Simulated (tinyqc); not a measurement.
## Scale length and barrier from the threshold roll-off

Problem. For L well above Lambda the threshold falls by 2 m sqrt(A (A + Vds)) exp(-pi L/(2 Lambda)), A being the height of the source potential over the barrier top; the two values follow this form. Find Lambda and A.

Inputs (values chosen for the exercise):
```
symbol  value  unit                   meaning
m           1        long-channel body factor
Vds       0.5     V             drain voltage
```

threshold lowering at L = 25 and 41 nm (mV): 42.075832  5.7835381

Solution. The ratio of the two values gives Lambda; the prefactor gives A (A + Vds), a quadratic with one positive root.

Lambda = 12.7 nm
A = 0.280 V

Computed by the program tinyqc: `OMP_NUM_THREADS=1 python tinyqc.py 2420022 2420023 out.jsonl`, one thread of a shared Intel Xeon 2.30GHz, about 0.01 s for the whole run.
